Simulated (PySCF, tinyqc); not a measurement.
Worked calculation: CIS on RHF in the sto-3g basis, for H6, spin multiplicity 1. The lowest restricted solution is unstable here: a spin-polarised one lies 0.0179 hartree lower (PySCF). One step of it, computed by the program tinyqc.

Problem. CIS matrix, triplets. A(ia,jb) = (e_a - e_i) d_ij d_ab - (ij|ab).

orbital energies (hartree): [-0.670730, -0.533809, -0.295774, 0.185361, 0.612932, 1.050175]

Two-electron integrals over orbitals (pq|rs), unique and non-zero (hartree):
```
(11|11) 0.434719    (21|11) -0.000297   (21|21) 0.137616    (22|11) 0.355966
(22|21) 0.000300    (22|22) 0.377192    (31|11) -0.078537   (31|21) -0.000167
(31|22) 0.018145    (31|31) 0.093782    (32|11) -0.000282   (32|21) 0.091666
(32|22) 0.000270    (32|31) -0.000020   (32|32) 0.119041    (33|11) 0.354221
(33|21) -0.000043   (33|22) 0.345024    (33|31) -0.012757   (33|32) -0.000090
(33|33) 0.366550    (41|11) -0.000243   (41|21) 0.055310    (41|22) 0.000060
(41|31) 0.000050    (41|32) -0.019049   (41|33) 0.000030    (41|41) 0.076489
(42|11) 0.086442    (42|21) 0.000070    (42|22) 0.021072    (42|31) -0.062316
(42|32) -0.000100   (42|33) -0.004094   (42|41) -0.000017   (42|42) 0.090121
(43|11) 0.000136    (43|21) -0.090626   (43|22) -0.000231   (43|31) 0.000166
(43|32) -0.091982   (43|33) 0.000051    (43|41) -0.006308   (43|42) -0.000056
(43|43) 0.123527    (44|11) 0.362734    (44|21) -0.000041   (44|22) 0.351430
(44|31) -0.014709   (44|32) -0.000080   (44|33) 0.362581    (44|41) 2.45e-06
(44|42) 0.008412    (44|43) 0.000042    (44|44) 0.375858    (51|11) 0.002401
(51|21) -0.000096   (51|22) 0.038287    (51|31) 0.036021    (51|32) 0.000029
(51|33) -0.017106   (51|41) -0.000098   (51|42) 0.022456    (51|43) 0.000024
(51|44) -0.008116   (51|51) 0.058768    (52|11) -0.000100   (52|21) 0.051373
(52|22) 0.000184    (52|31) 0.000027    (52|32) 0.005142    (52|33) -0.000026
(52|41) 0.049038    (52|42) 0.000123    (52|43) 0.029784    (52|44) -0.000018
(52|51) 0.000067    (52|52) 0.084296    (53|11) 0.087218    (53|21) 0.000061
(53|22) 0.020867    (53|31) -0.063805   (53|32) -0.000090   (53|33) 0.005651
(53|41) -0.000025   (53|42) 0.082341    (53|43) -0.000064   (53|44) 0.003270
(53|51) 0.014242    (53|52) 0.000097    (53|53) 0.088583    (54|11) -0.000290
(54|21) 0.096229    (54|22) 0.000266    (54|31) -0.000030   (54|32) 0.112684
(54|33) -0.000094   (54|41) -0.008395   (54|42) -0.000078   (54|43) -0.093099
(54|44) -0.000084   (54|51) 0.000021    (54|52) 0.009207    (54|53) -0.000082
(54|54) 0.120979    (55|11) 0.375559    (55|21) 0.000238    (55|22) 0.386177
(55|31) 0.007068    (55|32) 0.000208    (55|33) 0.361024    (55|41) 0.000036
(55|42) 0.026977    (55|43) -0.000196   (55|44) 0.369355    (55|51) 0.034954
(55|52) 0.000160    (55|53) 0.027893    (55|54) 0.000218    (55|55) 0.414015
(61|11) 0.000042    (61|21) -0.001991   (61|22) -0.000056   (61|31) -0.000116
(61|32) 0.027506    (61|33) 4.84e-06    (61|41) -0.029159   (61|42) -0.000038
(61|43) 0.035331    (61|44) 0.000010    (61|51) -0.000100   (61|52) 0.036081
(61|53) -0.000035   (61|54) 0.024955    (61|55) -0.000057   (61|61) 0.069997
(62|11) 0.002329    (62|21) -0.000071   (62|22) 0.036905    (62|31) 0.034551
(62|32) 0.000037    (62|33) -0.010977   (62|41) -0.000074   (62|42) 0.016781
(62|43) 0.000032    (62|44) -0.013093   (62|51) 0.053070    (62|52) 0.000095
(62|53) 0.018798    (62|54) 0.000031    (62|55) 0.036575    (62|61) -0.000080
(62|62) 0.055528    (63|11) -0.000209   (63|21) 0.053632    (63|22) 0.000068
(63|31) 0.000025    (63|32) -0.012573   (63|33) 0.000022    (63|41) 0.069645
(63|42) 0.000008    (63|43) -0.006969   (63|44) 0.000021    (63|51) -0.000086
(63|52) 0.048320    (63|53) -0.000011   (63|54) -0.012900   (63|55) 0.000048
(63|61) -0.027211   (63|62) -0.000078   (63|63) 0.073807    (64|11) -0.081749
(64|21) -0.000134   (64|22) 0.011082    (64|31) 0.090714    (64|32) 0.000014
(64|33) -0.015482   (64|41) 0.000048    (64|42) -0.064283   (64|43) 0.000143
(64|44) -0.017766   (64|51) 0.033754    (64|52) 0.000030    (64|53) -0.066290
(64|54) -1.89e-06   (64|55) 0.009763    (64|61) -0.000108   (64|62) 0.034753
(64|63) 0.000032    (64|64) 0.099730    (65|11) -0.000307   (65|21) 0.140946
(65|22) 0.000323    (65|31) -0.000158   (65|32) 0.097622    (65|33) -0.000042
(65|41) 0.055233    (65|42) 0.000065    (65|43) -0.096979   (65|44) -0.000035
(65|51) -0.000090   (65|52) 0.053316    (65|53) 0.000058    (65|54) 0.103971
(65|55) 0.000276    (65|61) -0.001900   (65|62) -0.000069   (65|63) 0.058652
(65|64) -0.000139   (65|65) 0.159771    (66|11) 0.463962    (66|21) -0.000252
(66|22) 0.382057    (66|31) -0.084045   (66|32) -0.000268   (66|33) 0.382423
(66|41) -0.000229   (66|42) 0.094008    (66|43) 0.000108    (66|44) 0.394053
(66|51) 0.002772    (66|52) -0.000080   (66|53) 0.097787    (66|54) -0.000277
(66|55) 0.413401    (66|61) 0.000042    (66|62) 0.003197    (66|63) -0.000207
(66|64) -0.093760   (66|65) -0.000282   (66|66) 0.523635
```

Give: CIS matrix A, triplet.

Solution.

CIS matrix A, triplet (hartree), order 1>4, 1>5, 1>6, 2>4, 2>5, 2>6, 3>4, 3>5, 3>6:
```
[[0.4934, 0.0003, 0.0817, 0.0000, -0.0962, 0.0001, 0.0147, 0.0000, -0.0907],
 [0.0003, 0.9081, 0.0003, -0.0962, -0.0002, -0.1409, 0.0000, -0.0071, 0.0002],
 [0.0817, 0.0003, 1.2569, 0.0001, -0.1409, 0.0003, -0.0907, 0.0002, 0.0840],
 [0.0000, -0.0962, 0.0001, 0.3677, -0.0003, -0.0111, 0.0001, -0.1127, 0.0000],
 [-0.0962, -0.0002, -0.1409, -0.0003, 0.7606, -0.0003, -0.1127, -0.0002, -0.0976],
 [0.0001, -0.1409, 0.0003, -0.0111, -0.0003, 1.2019, 0.0000, -0.0976, 0.0003],
 [0.0147, 0.0000, -0.0907, 0.0001, -0.1127, 0.0000, 0.1186, 0.0001, 0.0155],
 [0.0000, -0.0071, 0.0002, -0.1127, -0.0002, -0.0976, 0.0001, 0.5477, 0.0000],
 [-0.0907, 0.0002, 0.0840, 0.0000, -0.0976, 0.0003, 0.0155, 0.0000, 0.9635]]
```
